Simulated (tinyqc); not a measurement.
Threshold-voltage variability of a planar MOSFET, analytic estimates: two steps of the calculation.

Three independent sources add in quadrature: random dopants in the depleted layer, metal-gate grains of two orientations, and roughness of the two gate edges acting through the roll-off VT = VT(long) - Vr exp(-L/l). These are first-order estimates: no three-dimensional electrostatics, no percolation.

Values chosen for this exercise; material values close to those of silicon:
```
symbol,value,unit,meaning
T,300,K,temperature
n,1.27,,subthreshold factor
gI,5,1/V,gm/I of a matched pair
sb,2.1,%,spread of the gain factor of one device
Nb,8388608,,number of cells
Y,0.5,,wanted yield
```

Constants: q = 1.602176634e-19 C, kB = 1.380649e-23 J/K, Vt = kB T/q. Results are converted to the units shown.

Problem 1. Total spread, mismatch and leakage. s = sqrt(s1^2 + s2^2 + s3^2). For a pair: s(dVT) = sqrt(2) s; current mismatch sqrt(2) sqrt((gI s)^2 + sb^2); input offset = current mismatch/gI. For a Gaussian VT the off current is log-normal with mean/median = exp(s^2/(2 (n Vt)^2)).

s1 = 20.926902 mV
s2 = 43.519414 mV
s3 = 3.5146530 mV

Give: s; s(dVT); current mismatch; input offset; mean/median of Ioff.

Solution 1.

s = 48.417 mV
s(dVT) = 68.472 mV
current mismatch = 34.365 %
input offset = 68.729 mV
mean/median of Ioff = 2.9664

Problem 2. Margin in standard deviations for the wanted yield. Cells fail independently with probability Q(k) = erfc(k/sqrt(2))/2 when the margin is k standard deviations, and Y = exp(-Nb Q(k)). phi = exp(-k^2/2)/sqrt(2 pi). Newton steps on ln Q(k) = ln(-ln(Y)/Nb): k(new) = k + [ln Q - ln(-ln(Y)/Nb)] Q/phi.

k after iteration 1 = 7.2779503

Find: Q(k); phi; k after iteration 2.

Solution 2.

Q(k) = 1.6947e-13
phi = 1.2558e-12
k after iteration 2 = 5.5106

Numbers from tinyqc (`OMP_NUM_THREADS=1 python tinyqc.py 2090148 2090149 out.jsonl`; about 0.01 s on one thread of a shared Intel Xeon 2.30GHz).
